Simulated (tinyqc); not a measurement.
From results back to parameters: effective work function and flat-band voltage of a metal/high-k/SiO2/Si stack with a dipole layer. Three cases, with inputs chosen for the exercise.

Problem. Three stacks with (t1, t2) = (8, 20), (30, 20) and (8, 60) angstrom have the flat-band voltages below. VFB = W0 - (chi + dEF) - 4 pi e2 [Q1 EOT + Q2 x2]/3.9 with x2 = t2 3.9/eps2, EOT = t1 + x2, e2 = e^2/4 pi eps0, 1 cm^-2 = 1e-16 angstrom^-2; W0 is the work function with the dipole step.

Constants: e^2/(4 pi eps0) = 14.39964547 eV angstrom.

Find: Q1; Q2; W0.

Method. The first two stacks differ in t1 alone and give Q1; the first and third give Q1 + Q2; W0 follows from any of them.

Case 1.

Values chosen (out of a larger set: a stack on Si capped with a magnesium-like oxide; not measured data): chi = 4.058 eV (electron affinity of the channel); dEF = 0.324 eV (Ec - EF in the channel); eps = (3.9, 27.2) (their dielectric constants).

VFB (V): 0.3661891  0.4121229  0.3063155

Solution.

Q1 = -4.5e+11 e/cm^2
Q2 = 2.7e+12 e/cm^2
W0 = 4.761 eV

Case 2.

Values chosen (out of a larger set: a stack on Si capped with an aluminium-like oxide; not measured data): chi = 4.059 eV (electron affinity of the channel); dEF = 0.562 eV (Ec - EF in the channel); eps = (3.9, 17.8) (their dielectric constants).

VFB (V): 0.3576386  0.3630486  0.3382422

Solution.

Q1 = -5.3e+10 e/cm^2
Q2 = 5.3e+11 e/cm^2
W0 = 4.986 eV

Case 3.

Values chosen (out of a larger set: a stack on Si capped with a lanthanum-like oxide; not measured data): chi = 4.047 eV (electron affinity of the channel); dEF = 0.544 eV (Ec - EF in the channel); eps = (3.9, 21.4) (their dielectric constants).

VFB (V): -0.0330563  0.0445207  0.0298538

Solution.

Q1 = -7.6e+11 e/cm^2
Q2 = -1.1e+12 e/cm^2
W0 = 4.498 eV

Computed by tinyqc, one run a case: `OMP_NUM_THREADS=1 python tinyqc.py N N+1 out.jsonl` with N = 1850344, 1850351, 1850390; one thread of a shared Intel(R) Xeon(R) Processor @ 2.30GHz, about 0.01 s a run at most.
